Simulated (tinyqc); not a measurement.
Worked calculation: mobility of a non-polar semiconductor in the relaxation-time approximation. Computed by tinyqc, a small Python program that keeps every step. Command: `OMP_NUM_THREADS=1 python tinyqc.py 3007862 3007863 out.jsonl rta walk`. One thread of a shared host (Intel(R) Xeon(R) Processor @ 2.30GHz), about 0.01 s of CPU time with the checks. Intermediate numbers are printed to about 7 digits and carried at full precision; extremes and crossings named in words are read from the listed rows.

Each valley is treated as a sphere of mass m_d for states and rates, with one isotropic relaxation time; the conductivity mass m_c sets the current.

Inputs (values chosen for the exercise, modelled on electrons in germanium):
```
quantity                                            value       unit
longitudinal mass m_l                                1.61        m_0
transverse mass m_t                                0.0806        m_0
equivalent valleys Z                                    4          -
static permittivity eps_s                              16          -
density rho                                          5323     kg/m^3
sound velocity v_l                                   5420        m/s
acoustic deformation potential D_A                     11         eV
phonon energy hbar w                                 30.6        meV
optical or intervalley deformation potential D_o      5.6  1e8 eV/cm
final valleys Z_f                                       3          -
carrier density n                                 1.8e+14     1/cm^3
compensation ratio C                                 0.44          -
temperature T                                         300          K
neutral impurity density N_n                      2.7e+17     1/cm^3
```

Band: parabolic. Impurity formula: Brooks-Herring. Further scattering: neutral impurities.

Constants: k_B = 8.617333262e-05 eV/K; m_0 = 9.1093837015e-31 kg; e = 1.602176634e-19 C; hbar = 1.054571817e-34 J s; eps_0 = 8.8541878128e-12 F/m; k_B = 1.380649e-23 J/K; hbar = 6.582119569e-16 eV s.

## Masses

m_d = (m_l m_t^2)^(1/3); 1/m_c = (1/m_l + 2/m_t)/3; Hall mass factor A = 3 K_m (K_m + 2)/(2 K_m + 1)^2, K_m = m_l/m_t; N_I = n (1 + C)/(1 - C).

density-of-states mass m_d = 0.2186915 m_0

conductivity mass m_c = 0.1179476 m_0

Hall mass factor A = 0.7852880

ionised impurity density N_I = 4.628571e+14 1/cm^3

## Fermi level and screening

Parabolic band: E = hbar^2 k^2/(2 m), speed v = hbar k/m, states per spin, volume and energy g(E) = m k/(2 pi^2 hbar^2). Here m = m_d. Masses are multiplied by m_0 and all formulas are in SI units. The reduced Fermi level eta = E_F/(k_B T) solves n = 2 Z int g f dE with f = 1/(1 + exp(x - eta)) (Z = 1 unless valleys are given); screening length L_s = sqrt(eps_s eps_0 k_B T/(e^2 dn/deta)), dn/deta = 2 Z int g f (1 - f) dE. Integrals over x = E/(k_B T) use 160 Gauss-Legendre points in u = sqrt(x) from 0 to sqrt(max(eta, 0) + 32).

reduced Fermi level eta = -10.95134

screening length L_s = 356.3619 nm

The gas is non-degenerate (eta < -2), and L_s is close to the Debye length.

## Rates at a few energies

Phonon occupation N_q = 1/(exp(hbar w/(k_B T)) - 1). Acoustic deformation potential (elastic, equipartition, absorption and emission together): 1/tau = 2 pi k_B T D_A^2 g(E)/(hbar rho v_l^2). Optical or intervalley deformation potential: 1/tau = (pi Z_f D_o^2/(rho w)) [N_q g(E + hbar w) + (N_q + 1) g(E - hbar w)], with g = 0 below the band edge. Each optical term is multiplied by (1 - f(E'))/(1 - f(E)), E' the final energy, for Pauli blocking. Singly charged impurities, momentum relaxation: 1/tau = N_I e^4 m (1 + 2 alpha E) Phi/(8 pi (eps_s eps_0)^2 hbar^3 k^3), with alpha = 0 for a parabolic band. Brooks-Herring: Phi = ln(1 + b) - b/(1 + b), b = 4 k^2 L_s^2. Neutral impurities (Erginsoy): 1/tau = 20 N_n a_B hbar/m, a_B = 4 pi eps_s eps_0 hbar^2/(m e^2).

Rates (1e12/s) at E = (max(eta, 0) + 0.5, 1, 2, 4) k_B T:
```
E (meV)   acoustic   optical  ionised impurity  neutral impurity
12.9260   1.211671  0.613631        0.04846898          11.06721
25.8520   1.713562  0.698830        0.01838177          11.06721
51.7040   2.423343  2.239424        0.00693926          11.06721
103.4080  3.427124  3.668950        0.00260908          11.06721
```

## Mobility for each process alone

mu = (m_d/m_c) (2 Z e/(3 n k_B T)) int g v^2 tau f (1 - f) dE. Averages over x are split at the emission threshold x_0 = hbar w/(k_B T): 64 Gauss-Legendre points in sqrt(x) below it and 128 in sqrt(x - x_0) above it, up to x = max(eta, 0) + 32.

acoustic mobility = 6546.285 cm^2/(V s)

optical mobility = 9492.718 cm^2/(V s)

ionised impurity mobility = 3268360 cm^2/(V s)

neutral impurity mobility = 1347.392 cm^2/(V s)

## All processes together

Rates are added at each energy before the average. With <y> = int g v^2 y f (1 - f) dE: Hall factor r_H = A (3 n k_B T/(2 Z m_d)) <tau^2/(1 + 2 alpha E)>/<tau>^2 (alpha = 0 for a parabolic band); Hall mobility r_H mu; |S| = (k_B/e) (<x tau>/<tau> - eta); resistivity 1/(n e mu).

drift mobility mu = 945.3241 cm^2/(V s)

Hall factor r_H = 0.7980092

Hall mobility = 754.3773 cm^2/(V s)

Seebeck coefficient |S| = 1142.975 microvolt/K

resistivity = 36.68059 ohm cm

Taking r_H = 1 in a Hall measurement would give a density 1.25 times the true one. Caution: Erginsoy's formula holds for k a_B below about 0.5 and for dopants that stay neutral, which means low temperature; elsewhere it is only a rough constant rate.

## Matthiessen's rule against the full average

Matthiessen's rule adds 1/mu of the separate processes.

Separate mobilities:
```
process           mu (cm^2/(V s))  share of the sum of 1/mu (%)
acoustic             6.546285e+03                  1.526694e+01
optical              9.492718e+03                  1.052826e+01
ionised impurity     3.268360e+06                  3.057857e-02
neutral impurity     1.347392e+03                  7.417422e+01
```

mobility by Matthiessen's rule = 999.4177 cm^2/(V s)

excess of Matthiessen's rule over the full mu = 5.722227 %

The rule gives 999.4 against the full 945.3, 5.7 % too high; it can only overestimate, since each separate average is carried by the energies where that process is weak. The largest shares are neutral impurity (74 %) and acoustic (15 %).

Checks made by the program: n against 2 Z (m k_B T/2 pi hbar^2)^(3/2) (2/sqrt(pi)) F_1/2(eta) by adaptive quadrature (relative difference 2e-10); acoustic mobility against its closed form in Fermi integrals (relative difference 1e-10); the sum rule (2 Z/(3 k_B T)) int g v^2 (1 + 2 alpha E) f (1 - f) dE = n/m_d (relative difference 1e-10).
